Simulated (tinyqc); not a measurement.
Ways to converge the cycle: SCF convergence aids in the sto-3g basis, for H4, spin multiplicity 1. Computed by the program tinyqc with PySCF. 

Geometry (angstrom):
```
atom,x,y,z
H,0.0000,0.0000,0.0000
H,0.0000,0.0000,1.1390
H,0.0000,0.0000,3.4480
H,0.0000,0.0000,4.5870
```

lowest restricted solution found by these runs and by PySCF = -2.048513 hartree

RHF with one setting changed at a time; a run stops when the energy changes by less than 1e-09 hartree and the error matrix is below 1e-5. The start is the Wolfsberg-Helmholz matrix. Damping d keeps d of the old density; a shift (hartree) raises the virtual levels; DIIS n extrapolates F over n matrices.

Largest element of the error matrix X^T (FDS - SDF) X:
```
iteration,plain,damping 0.3,damping 0.6,shift 0.4,DIIS 3,DIIS 8
1,1.1e-01,1.1e-01,1.1e-01,1.1e-01,1.1e-01,1.1e-01
2,8.0e-03,2.7e-02,6.3e-02,3.1e-02,8.0e-03,8.0e-03
3,9.0e-04,6.8e-03,3.6e-02,8.7e-03,1.1e-03,1.1e-03
4,2.0e-04,1.8e-03,2.1e-02,2.5e-03,4.0e-06,4.0e-06
5,4.2e-05,8.1e-04,1.2e-02,1.1e-03,2.0e-10,1.5e-06
6,8.9e-06,3.6e-04,6.7e-03,5.3e-04,-,-
8,-,7.4e-05,2.2e-03,1.2e-04,-,-
10,-,1.5e-05,7.1e-04,2.7e-05,-,-
14,-,6.1e-07,1.5e-04,-,-,-
20,-,-,1.5e-05,-,-,-
30,-,-,3.5e-07,-,-,-
```

How each run ends:
```
run,iterations,E (hartree),state
plain,7,-2.048513,lowest found
damping 0.3,16,-2.048513,lowest found
damping 0.6,33,-2.048513,lowest found
shift 0.4,12,-2.048513,lowest found
DIIS 3,5,-2.048513,lowest found
DIIS 8,5,-2.048513,lowest found
```

6 of 6 runs reach the lowest restricted solution found, in 5 to 33 iterations (fastest: DIIS 3, DIIS 8). Plain steps already contract here, so damping only slows them. DIIS 3 and DIIS 8 gain by cancelling the error over several earlier matrices, much as a quasi-Newton step does.
